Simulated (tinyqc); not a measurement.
Inside a calculation: Bethe-Salpeter matrix of a two-band chain (Tamm-Dancoff form). Values are carried at full precision from step to step, so a last printed digit may differ when a step is redone from the rounded ones.

One valence and one conduction band, lattice period 1, mesh k = 2 pi j/N. Pair energies D(k) = Eg + 2 t sum(1 - cos k), t = tc + tv. Screened attraction W(R) = U at R = 0 and V/|R| otherwise, R over the N cells with the nearest image; W(q) = sum_R W(R) cos(q R). H(k, k') = D(k) delta - W(k - k')/Nk + 2 J/Nk for singlets (J = 0 for triplets), Nk the number of k points. With a constant transition dipole the strength of a state is f = (sum_k A_k)^2/Nk, and the f sum to 1.

Values chosen for the exercise: Eg = 2.6 eV (quasiparticle gap); tc = 0.85 eV (conduction hopping); tv = 0.43 eV (valence hopping); U = 1.62 eV (attraction in the same cell); V = 0 eV (attraction at one cell distance); J = 0.49 eV (exchange in the same cell); N = 6 (k points along each axis).

## Pair energies and the kernel

List D(k), W(R) and W(q) on the mesh.

Mesh values (eV):
```
index j  D(k_j)  W(R = j)  W(q_j)
j0       2.6000    1.6200  1.6200
j1       3.8800    0.0000  1.6200
j2       6.4400    0.0000  1.6200
j3       7.7200    0.0000  1.6200
j4       6.4400    0.0000  1.6200
j5       3.8800    0.0000  1.6200
```

## The singlet matrix

Fill in H.

H (eV), rows j0, j1, j2, j3, j4, j5 and columns alike:
$$\begin{pmatrix}
2.4933 & -0.1067 & -0.1067 & -0.1067 & -0.1067 & -0.1067 \\
-0.1067 & 3.7733 & -0.1067 & -0.1067 & -0.1067 & -0.1067 \\
-0.1067 & -0.1067 & 6.3333 & -0.1067 & -0.1067 & -0.1067 \\
-0.1067 & -0.1067 & -0.1067 & 7.6133 & -0.1067 & -0.1067 \\
-0.1067 & -0.1067 & -0.1067 & -0.1067 & 6.3333 & -0.1067 \\
-0.1067 & -0.1067 & -0.1067 & -0.1067 & -0.1067 & 3.7733
\end{pmatrix}$$

## Exciton levels and strengths

Diagonalise. For the lowest state give the amplitudes A_k (norm 1, largest positive) and f = (sum_k A_k)^2/Nk, Nk the size of the matrix.

levels (eV): [2.4625, 3.6660, 3.8800, 6.2364, 6.4400, 7.6351]

amplitudes of the lowest state: j0 0.989, j1 0.096, j2 0.034, j3 0.026, j4 0.034, j5 0.096

f of the lowest state = 0.271

The lowest state lies 0.1375 eV below the gap Eg = 2.6 eV and holds 27 % of the strength, against 17 % for one free pair. On a fine mesh the triplet and singlet bindings are 0.4695 and 0.0788 eV.

## Spectrum with and without the kernel

Distinct levels with their degeneracy and summed f, for singlets, beside the sorted triplet levels and free pairs.

Singlets:
```
E (eV)  degeneracy       f
2.4625           1  0.2711
3.6660           1  0.3265
3.8800           1  0.0000
6.2364           1  0.2980
6.4400           1  0.0000
7.6351           1  0.1044
```

triplet levels (eV): [2.0874, 3.3901, 3.8800, 5.9828, 6.4400, 7.5596]

free pairs (eV): [2.6000, 3.8800, 3.8800, 6.4400, 6.4400, 7.7200]

2 of the 6 singlets are dark; those whose amplitude vanishes at R = 0 also feel neither U nor J. The lowest singlet lies 0.3750 eV above the lowest triplet; first order gives 2 J f = 0.4907 eV with the f of the triplet envelope. The centre of the spectrum, sum f E = 4.5200 eV, equals mean D - U + 2J = 4.5200 eV.

## Checks

- Levels from the matrix in the electron-hole distance R against those in k: they agree to 1e-10 or better.
- Triplet binding on 200 points against the formula sqrt(4 t^2 + U^2) - 2t, eV: both 0.4695.

(tinyqc, `OMP_NUM_THREADS=1 python tinyqc.py 1250986 1250987 out.jsonl`, Intel(R) Xeon(R) Processor @ 2.30GHz, 1 thread, shared host, about 0.4 s.)
